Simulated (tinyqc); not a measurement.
What moves the results: Weaire-Thorpe hybrids on a Bethe lattice: gap and dangling bond of an amorphous tetrahedral solid. A value that a table varies takes the place of the one given here.

Four sp3 hybrids an atom at energy 0, coupled by -V1 on the atom and by -V2 along a bond; the bonds form a tree (no rings). For any network the gap runs at least from -V2 + V1 to V2 - 3 V1, and p-like states pile up at -V2 + V1 and V2 + V1. On the tree the gap is wider: it ends at Ec = -V1 + sqrt(V2^2 + 4 V1^2 - 2 sqrt3 V1 V2), which makes it well wider than the gaps of the real glasses. A branch seen from a hybrid has the self-energy S = V2^2 g, where g is the Green function of the hybrid across the bond, whose three partners carry S themselves. With a = z - V1, b = a - S: g = 1/(a + V1 b/(b + 3 V1)), z = E + i eta. A full atom has G = (1/b)(b + 3 V1)/(b + 4 V1) per hybrid; a dangling hybrid with shift dh has G = 1/(1/g - dh).

Inputs chosen for the exercise (of the size of tabulated hybrid energies for amorphous silicon; shifted at random, so the results belong to these values and not to a real crystal):

| symbol | value | unit | meaning |
|---|---|---|---|
| V1 | 1.81 | eV | coupling of two hybrids on one atom |
| V2 | 4.49 | eV | coupling of the two hybrids of a bond |
| eta | 0.05 | eV | broadening |
| dh | -1.69 | eV | shift of the dangling hybrid (rehybridisation) |
| VH | 5.01 | eV | coupling to a hydrogen atom |
| eH | -4.48 | eV | hydrogen level |
| E1s | -3.9 | eV | first energy |
| dE | 0.46 | eV | step |

## Bulk, dangling and hydrogenated hybrids across the gap

edges (eV): Ev -2.68000, Ec(bound) -0.94000, Ec(tree) 0.45099

Thirteen energies E1s + j dE. With hydrogen the hybrid gains the self-energy VH^2/(z - eH) and dh = 0.

Density per hybrid (1/eV):

| E (eV) | bulk | dangling | with hydrogen |
|---|---|---|---|
| -3.90 | 0.0044 | 0.0029 | 0.0005 |
| -3.44 | 0.0076 | 0.0024 | 0.0005 |
| -2.98 | 0.0435 | 0.0031 | 0.0004 |
| -2.52 | 0.1420 | 0.0049 | 0.0005 |
| -2.06 | 0.0107 | 0.0096 | 0.0005 |
| -1.60 | 0.0038 | 0.0298 | 0.0006 |
| -1.14 | 0.0021 | 0.5549 | 0.0007 |
| -0.68 | 0.0015 | 0.0901 | 0.0009 |
| -0.22 | 0.0014 | 0.0168 | 0.0013 |
| 0.24 | 0.0021 | 0.0082 | 0.0025 |
| 0.70 | 0.0192 | 0.0280 | 0.0255 |
| 1.16 | 0.0285 | 0.0357 | 0.0468 |
| 1.62 | 0.0333 | 0.0370 | 0.0656 |

Between Ev = -2.68 and Ec = 0.45 eV the bulk density is a broadening tail (least 0.0014). The dangling hybrid reaches 0.555 at -1.14 eV among these rows; its level lies at -1.014 eV, and the peak there, of width eta, is far higher unless a row falls on it. With hydrogen the largest value on the rows inside the gap, more than 0.05 eV from an edge, is 0.0025, and 1/g = VH^2/(E - eH) has no root in the gap: the state has gone into a bonding level below and an antibonding one above.

## Level against rehybridisation

Root of 1/g(E) = dh for eta = 0 in the gap of the tree, between Ev = -V2 + V1 and Ec; a dash: none. A flatter atom makes the hybrid more p-like (dh > 0, up to V1), a more pyramidal one more s-like (dh < 0).

Level:

| dh (eV) | E (eV) | above Ev (eV) | weight |
|---|---|---|---|
| -3.0 | -1.8433 | 0.8367 | 0.612 |
| -2.5 | -1.5319 | 1.1481 | 0.632 |
| -2.0 | -1.2129 | 1.4671 | 0.642 |
| -1.5 | -0.8921 | 1.7879 | 0.639 |
| -1.0 | -0.5764 | 2.1036 | 0.621 |
| -0.5 | -0.2749 | 2.4051 | 0.581 |
| 0.0 | 0.0000 | 2.6800 | 0.512 |
| 0.5 | 0.2305 | 2.9105 | 0.401 |
| 1.0 | 0.3914 | 3.0714 | 0.231 |

A level exists for 9 of the 9 rows, from dh = -3 (0.837 eV above Ev) to 1 (3.071 eV); the gap of the tree is 3.131 eV. Its slope dE/d(dh) is the weight, largest at dh = -2 (0.64). A level that rises as the atom flattens is why an emptied dangling bond relaxes flat and a doubly filled one pyramidal.

## Stretching the bonds

V2 is scaled as (d0/d)^2 and V1 stays. Bound 2 V2 - 4 V1; tree V2 - 2 V1 + sqrt(V2^2 + 4 V1^2 - 2 sqrt3 V1 V2); a negative bound means that a network with rings may have no gap.

Against d/d0:

| d/d0 | V2 (eV) | V2/V1 | bound (eV) | tree (eV) |
|---|---|---|---|---|
| 0.96 | 4.872 | 2.692 | 2.504 | 3.761 |
| 0.98 | 4.675 | 2.583 | 2.110 | 3.432 |
| 1.00 | 4.490 | 2.481 | 1.740 | 3.131 |
| 1.02 | 4.316 | 2.384 | 1.391 | 2.857 |
| 1.04 | 4.151 | 2.294 | 1.063 | 2.607 |
| 1.07 | 3.922 | 2.167 | 0.603 | 2.275 |
| 1.10 | 3.711 | 2.050 | 0.181 | 1.990 |
| 1.15 | 3.395 | 1.876 | -0.450 | 1.604 |

The bound falls by 180 meV for each per cent of stretch near d0 and vanishes at d/d0 = 1.114, inside the table. Weak, stretched bonds therefore put states closest to the edges, one origin of band tails.

## What each parameter does

Ev = -V2 + V1, conduction edge of the tree -V1 + sqrt(V2^2 + 4 V1^2 - 2 sqrt3 V1 V2), and the level that solves 1/g(E) = dh for eta = 0. Each row changes one parameter from the base and keeps the others.

Results:

| case | Ev (eV) | Ec (eV) | level (eV) | weight |
|---|---|---|---|---|
| base | -2.6800 | 0.4510 | -1.0138 | 0.642 |
| V1 = 1.73 eV | -2.7600 | 0.5555 | -1.0632 | 0.662 |
| V2 = 4.64 eV | -2.8300 | 0.5440 | -1.0481 | 0.656 |
| dh = -1.79 eV | -2.6800 | 0.4510 | -1.0780 | 0.642 |

The largest shifts from the base row, up to three for each result and ties (the steps differ in size, so this ranks the rows, not the parameters). Ev (eV): V2 -0.1500, V1 -0.0800; unchanged at the printed digits by dh. Ec (eV): V1 +0.1045, V2 +0.0930; unchanged at the printed digits by dh. level (eV): dh -0.0642, V1 -0.0494, V2 -0.0343. weight: V1 +0.020, V2 +0.015; unchanged at the printed digits by dh.

Program tinyqc; command `OMP_NUM_THREADS=1 python tinyqc.py 1451716 1451717 out.jsonl`; about 0.02 s on one thread of a shared Intel(R) Xeon(R) Processor @ 2.30GHz.
